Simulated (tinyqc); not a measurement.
Front-illuminated p-i-n photodiode, quantum efficiency and bandwidth: two steps of the calculation.

Light enters through a p layer (0 to xp), a depleted layer (xp to xp + wi) and a thick n substrate, decaying as exp(-al x); one pass, no back reflection. Carriers made in the depleted layer are all collected; those in the neutral layers diffuse.

Inputs (values chosen for the exercise); values close to those of silicon at this wavelength:
- lam = 1000 nm (wavelength)
- al = 61.2 1/cm (absorption coefficient)
- Rf = 0.1 (reflectance of the front face)
- eps_r = 12.2 (relative permittivity)
- xp = 0.079 um (thickness of the front p layer)
- wi = 60 um (thickness of the depleted layer)
- Dn = 8.3 cm^2/s (electron diffusion coefficient in the p layer)
- Ln = 0.57 um (electron diffusion length in the p layer)
- S = 2e6 cm/s (recombination velocity of the front surface)
- Lp = 78 um (hole diffusion length in the thick n substrate)
- ve = 1.04e7 cm/s (electron drift velocity)
- vh = 7.34e6 cm/s (hole drift velocity)
- dia = 10 um (diameter)
- RL = 50 ohm (load resistance)
- Cp = 10 fF (parasitic capacitance)
- f = 0.73 GHz (modulation frequency)

Constants: q = 1.602176634e-19 C, h = 6.62607015e-34 J s, c = 299792458 m/s, eps0 = 8.8541878128e-14 F/cm where lengths are in cm. Results are converted to the units shown.

Problem 1. Quantum efficiency. k = al Ln, s = S Ln/Dn, e = exp(-al xp); front layer f1 = (k/(k^2 - 1)) {[s + k - e (s cosh(xp/Ln) + sinh(xp/Ln))]/[s sinh(xp/Ln) + cosh(xp/Ln)] - k e}; depleted layer f2 = e (1 - exp(-al wi)); substrate f3 = e exp(-al wi) al Lp/(1 + al Lp); external efficiency (1 - Rf)(f1 + f2 + f3); responsivity = efficiency q lam/(h c).

Give: s; f1; f2; f3; external efficiency; responsivity.

Solution 1.

s = 13.735
f1 = 3.2394e-4
f2 = 0.30718
f3 = 0.22371
external efficiency = 0.47809
responsivity = 0.38560 A/W

The front layer absorbs 0.0483 % of the light that enters and collects 67.0 % of that. Diffusion from the neutral layers makes up 42.2 % of the current.

Problem 2. Response at one frequency. Drift response for pairs made in the depleted layer, a = al wi, g = 1 - exp(-a), u = 2 pi i f, te = wi/ve, th = wi/vh: electrons He = [g - a (exp(-a) - exp(-u te))/(u te - a)]/(u te g), holes Hh = [g - a (1 - exp(-a - u th))/(a + u th)]/(u th g); C = eps0 eps_r pi (dia/2)^2/wi + Cp; total |He + Hh|/sqrt(1 + (2 pi f RL C)^2), for the current of the depleted layer alone.

Wanted: te; th; He; Hh; |He + Hh|; C; total response.

Solution 2.

te = 576.9 ps
th = 817.4 ps
He = 0.2743-0.3348i
Hh = 0.1353-0.2871i
|He + Hh| = 0.7447
C = 10.14 fF
total response = 0.7447

The drift response alone falls to 1/sqrt(2) at 0.792 GHz and the RC term alone at 314 GHz; together they give 0.792 GHz for this part of the current; the diffusion currents, left out, respond on their own time scales.

tinyqc, about 0.01 s, one thread, Intel Xeon 2.30GHz (shared host): `OMP_NUM_THREADS=1 python tinyqc.py 2250127 2250128 out.jsonl`
